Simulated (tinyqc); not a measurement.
Atomic layer deposition: Langmuir saturation, growth per cycle and coating of deep features: one step, computed by the program tinyqc. Command: `OMP_NUM_THREADS=1 python tinyqc.py 3009397 3009398 out.jsonl ald walk`. One thread of a shared host (Intel(R) Xeon(R) Processor @ 2.30GHz), about 0.03 s of CPU time with the checks.

Precursor A sticks only on free sites, so a long enough pulse saturates; co-reactant B then frees the sites again.

Question. The first four cycles. One cycle from coverage th0: pulse A gives th1 = th_s + (th0 - th_s) exp(-(k_a + k_d) t), th_s = k_a/(k_a + k_d); the purge leaves th2 = th1 exp(-k_d t_p); pulse B converts c_B th2 into film and leaves th3 = (1 - c_B) th2. Growth = G c_B th2. Start from th0 = 0.

Inputs (values chosen for the exercise, modelled on zinc oxide from diethylzinc and water):
```
quantity,value,unit
growth per cycle at saturation G,1.9,angstrom
temperature T,200,C
pulse time t,0.00088,s
co-reactant completion per pulse c_B,0.95,-
purge time t_p,8.1,s
```

k_a = 1587.544 1/s

k_d = 1.158896e-04 1/s

Give: Cycles.

Answer.

Cycles:
```
cycle,th0,th1,th2,th3,growth (angstrom)
1,0.00000,0.7527,0.7520,0.03760,1.357
2,0.03760,0.7620,0.7613,0.03806,1.374
3,0.03806,0.7621,0.7614,0.03807,1.374
4,0.03807,0.7621,0.7614,0.03807,1.374
```
